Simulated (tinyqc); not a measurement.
# Changing the contact angle theta

Model: classical nucleation, growth and JMAK kinetics of crystallisation from a melt or glass. Computed by tinyqc, a small Python program. Command: `OMP_NUM_THREADS=1 python tinyqc.py 3002303 3002304 out.jsonl nucl sweep`. One thread of a shared host (Intel(R) Xeon(R) Processor @ 2.30GHz), about 0.01 s of CPU time with the checks.

A spherical nucleus cap on a flat wall with a sharp interface of isotropic energy gamma; lambda = Omega^(1/3) is the jump distance.

Inputs (values chosen for the exercise, for a model substance):
```
quantity                        value        unit
melting point T_m                1260           K
heat of melting per volume H     1210      J/cm^3
interface energy gamma          0.137       J/m^2
atomic volume Omega              18.8  angstrom^3
temperature T                     907           K
diffusion prefactor D0        5.1e-06       m^2/s
activation energy Q              1.62          eV
wall area per volume S_v        29000         1/m
```

Nucleation: on a flat wall. Driving force: Thompson-Spaepen.

Constants: e = 1.602176634e-19 C; k_B = 1.380649e-23 J/K; k_B = 8.617333262e-05 eV/K.

Method:
- Driving force per volume: dG = H [(T_m - T)/T_m] [2 T/(T_m + T)].
- Shape factor f = (2 + cos theta)(1 - cos theta)^2/4.
- W(r) = f [4 pi r^2 gamma - (4/3) pi r^3 dG]; r* = 2 gamma/dG; W* = f 16 pi gamma^3/(3 dG^2); n* = f (4/3) pi r*^3/Omega.
- D = D0 exp(-Q/(k_B T)); attachment rate k+ = (A*/lambda^2) D/lambda^2 with A* = 2 pi r*^2 (1 - cos theta); Zeldovich factor Z = sqrt(W*/(3 pi k_B T))/n*; sites per volume N = S_v/lambda^2; I = N Z k+ exp(-W*/(k_B T)); lag time = 1/(4 pi Z^2 k+).

One run for each value; columns: (1) contact angle theta (degrees); (2) shape factor f; (3) barrier W* (eV); (4) nucleation rate I (1/(m^3 s)); (5) atoms in the nucleus n*; (6) critical radius r* (nm):
```
(1)        (2)        (3)        (4)        (5)     (6)
20   2.673e-03  8.926e-03  2.698e+28  5.361e-01  0.9656
40   3.785e-02  1.264e-01  6.188e+27  7.592e+00  0.9656
60   1.562e-01  5.218e-01  4.136e+25  3.134e+01  0.9656
80   3.711e-01  1.239e+00  4.579e+21  7.443e+01  0.9656
100  6.289e-01  2.100e+00  8.204e+16  1.261e+02  0.9656
120  8.438e-01  2.818e+00  9.347e+12  1.692e+02  0.9656
140  9.621e-01  3.213e+00  6.548e+10  1.930e+02  0.9656
160  9.973e-01  3.330e+00  1.572e+10  2.000e+02  0.9656
180  1.000e+00  3.339e+00  1.444e+10  2.006e+02  0.9656
```

Over the rows, shape factor f rises from 0.00267 to 1.00 (exponent d ln y / d ln x 3.8 between the first rows and 0.023 between the last); barrier W* (eV) rises from 0.00893 to 3.34 (exponent d ln y / d ln x 3.8 between the first rows and 0.023 between the last); nucleation rate I (1/(m^3 s)) falls from 2.70e28 to 1.44e10 (exponent d ln y / d ln x -2.1 between the first rows and -0.72 between the last). f is 1/2 at 90 degrees and 1 at 180, where the wall gives no help; r* does not depend on the angle.

Caution (rows 20.0, 40.0, 60.0): with under 20 atoms in the nucleus or a barrier under 10 k_B T the capillary model is only a guide. Caution (rows 120, 140, 160, 180): homogeneous nucleation, left out here, would be as fast or faster: the wall offers too few sites or too small a cut in the barrier.
